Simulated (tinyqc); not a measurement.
# Barrier from its over-barrier resonances

Question. A flat barrier of width d = 2 nm between equal leads transmits fully where k d = n pi, that is at E_n = U + C (n pi/d)^2/m, C = hbar^2/(2 m0), whatever the lead mass. Find m and U.

Constants: q = 1.602176634e-19 C, hbar = 1.054571817e-34 J s, m0 = 9.1093837015e-31 kg, hbar^2/(2 m0) = 0.0380998212 eV nm^2. Results are converted to the units shown.

energies of resonances n = 1 and 2 (eV): [0.83872844, 2.0649137]

Solution. The spacing is 3 C (pi/d)^2/m, which gives m; either energy then gives U.

m = 0.2300 m0
U = 0.4300 eV

Program tinyqc, `OMP_NUM_THREADS=1 python tinyqc.py 2560132 2560133 out.jsonl`; Intel Xeon 2.30GHz, shared host, one thread, about 0.01 s.
